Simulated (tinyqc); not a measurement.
Fermi-level pinning from two metals.

Problem. Cowley-Sze model with the space charge neglected: phiB = S (phiM - chi) + (1 - S)(Eg - phi0), S = 1/(1 + q Dit dl/(eps0 ei)), dl in cm. Find S, phi0 and Dit.

Parameters, values chosen for the exercise; band and dielectric values close to those of silicon: band gap Eg = 1.11 eV; electron affinity chi = 4.04 eV; thickness of the interfacial layer dl = 0.5 nm; relative permittivity of the interfacial layer ei = 2.

Constants: q = 1.602176634e-19 C, eps0 = 8.8541878128e-14 F/cm where lengths are in cm. Results are converted to the units shown.

barriers for metals with phiM = 4.31 and 5.13 eV (eV): [0.54609357, 0.63578155]

Answer. S is the slope of phiB against phiM; either barrier then gives phi0, and S gives Dit.

S = 0.109
phi0 = 0.530 eV
Dit = 1.80e14 cm^-2 eV^-1

Program tinyqc, `OMP_NUM_THREADS=1 python tinyqc.py 2020082 2020083 out.jsonl`; Intel Xeon 2.30GHz, shared host, one thread, about 0.06 s.
